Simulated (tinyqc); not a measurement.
Worked calculation: fitting sp3s* parameters to three gaps by Newton steps. Values are carried at full precision from step to step, so a last printed digit may differ when a step is redone from the rounded ones.

sp3s* tight binding, nearest neighbours only: anion (a) at 0, cation (c) at a/4 (1,1,1), orbitals s, px, py, pz, s* on each; k in units of 2 pi/a. With phases e_j = exp(i (pi/2) k.n_j) for n = (1,1,1), (1,-1,-1), (-1,1,-1), (-1,-1,1): g0 = (e1+e2+e3+e4)/4, g1 = (e1+e2-e3-e4)/4, g2 = (e1-e2+e3-e4)/4, g3 = (e1-e2-e3+e4)/4. The diagonal holds the levels Esa, Epa, Exa (s*) and Esc, Epc, Exc. Anion-cation block: <sa|sc> = Vss g0; <sa|xc> = Vsapc g1; <xa|sc> = -Vscpa g1; <xa|xc> = Vxx g0; <xa|yc> = <ya|xc> = Vxy g3, <xa|zc> = <za|xc> = Vxy g2, <ya|zc> = <za|yc> = Vxy g1; <s*a|xc> = Vxapc g1; <xa|s*c> = -Vpaxc g1; y and z take g2 and g3 in place of g1; s-s* and s*-s* vanish.

Gaps are level 5 at Gamma, X = (1,0,0) and L = (1/2,1/2,1/2) less level 4 at Gamma; no spin-orbit coupling. Free parameters: Vss, Exa and Exc. H is linear in them, so by Hellmann-Feynman J_ij = <u|dH/dp_j|u> for level 5 at point i less the same for level 4 at Gamma. Newton: p(new) = p + J^-1 (target - gaps); stop when all misses are below 1e-7 eV.

Values chosen for the exercise (out of a larger set: near a published set for GaAs, fitted to gaps, whose masses and valley positions are rough; not measured data): p = (-8.394, 1.039, -2.672, 3.641, 8.62, 6.726, -6.425, 1.957, 5.018, 4.532, 5.826, 4.804, 4.848) eV (start, order Esa, Epa, Esc, Epc, Exa, Exc, Vss, Vxx, Vxy, Vsapc, Vscpa, Vxapc, Vpaxc); tg = (1.7531, 2.0669, 1.7673) eV (target gaps at Gamma, X, L).

## Gaps of the starting set

Compute the gaps and the misses.

gaps (eV): Gamma 1.5102, X 2.0860, L 1.7267

target less gap (eV): Gamma 0.2429, X -0.0191, L 0.0406

## The Jacobian

Form J and its singular values.

J:
```
           Vss     Exa     Exc
Gamma  -0.9135  0.0000  0.0000
X       0.0000  0.3122  0.0000
L      -0.2405  0.0803  0.0648
```

singular values: 0.9450  0.3220  0.0607

The gap at Gamma answers to Vss. The condition number is 15.6.

## The first Newton step

Solve J dp = target less gap; the columns of J are Vss, Exa and Exc.

dp (eV): Vss -0.266, Exa -0.061, Exc -0.284

## The iteration

Repeat with J formed anew.

Newton steps (eV):
```
i      Vss     Exa     Exc   Gamma       X       L  largest miss
0  -6.4250  8.6200  6.7260  1.5102  2.0860  1.7267          0.24
1  -6.6909  8.5588  6.4422  1.7539  2.0668  1.7668       0.00080
2  -6.6900  8.5590  6.4514  1.7531  2.0669  1.7673       1.4e-06
3  -6.6900  8.5590  6.4515  1.7531  2.0669  1.7673       6.1e-12
```

Converged in 3 steps; the miss goes 0.24, 0.00080, 1.4e-06, 6.1e-12, about squaring each time once it is small. The largest change is 0.275 eV in Exc, for a first miss of 0.243 eV.

## Checks

- J by Hellmann-Feynman against central differences: largest difference 2.8e-10.

Program tinyqc; command `OMP_NUM_THREADS=1 python tinyqc.py 1482078 1482079 out.jsonl`; about 0.2 s on one thread of a shared Intel(R) Xeon(R) Processor @ 2.30GHz.
